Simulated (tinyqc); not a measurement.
Weibull analysis of times to dielectric breakdown, with area scaling: two steps of the calculation.

Breakdown times follow F(t) = 1 - exp(-(t/t63)^beta). The 11 times below were drawn at random from beta = 3.5, t63 = 330 s and are treated as data; all samples failed.

Inputs (values chosen for the exercise):
- A1 = 96 um^2 (area of a test capacitor)
- A2 = 2.1e5 um^2 (gate area of the product)
- Fp = 0.001 (allowed share of failed products)
- beta = 3.5 (Weibull slope)

Problem 1. Likelihood estimate of beta. Maximum likelihood: a(beta) = 1/beta with a = sum t^beta ln t/sum t^beta - mean ln t. Averaged step: beta(new) = [beta + 1/a(beta)]/2.

t, i 1 to 11 (s): 201  239  284  300  335  390  391  408  442  442  453
beta after iteration 1 = 4.9905900

Wanted: beta after iteration 2.

Solution 1.

beta after iteration 2 = 5.177

Problem 2. Scale parameter and projection to the product. t63 = (mean of t^beta)^(1/beta). Defects are spread at random, so -ln(1 - F) is proportional to the area: t63(A2) = t63 (A1/A2)^(1/beta), and the time to the share Fp is t63(A2) (-ln(1 - Fp))^(1/beta).

t, i 1 to 11 (s): 201  239  284  300  335  390  391  408  442  442  453
converged beta = 5.2500927

Wanted: t63; t63 of the product; time to Fp; decades lost against t63.

Solution 2.

t63 = 385.38 s
t63 of the product = 89.068 s
time to Fp = 23.897 s
decades lost against t63 = 1.2075

The straight-line values give 10.7 s for the time to Fp and the values that made the data 5.10 s: with 11 samples beta is uncertain by about 0.78/sqrt(n) = 24 %, and the projection hangs on 1/beta.

Numbers from tinyqc (`OMP_NUM_THREADS=1 python tinyqc.py 2070037 2070038 out.jsonl`; about 0.01 s on one thread of a shared Intel Xeon 2.30GHz).
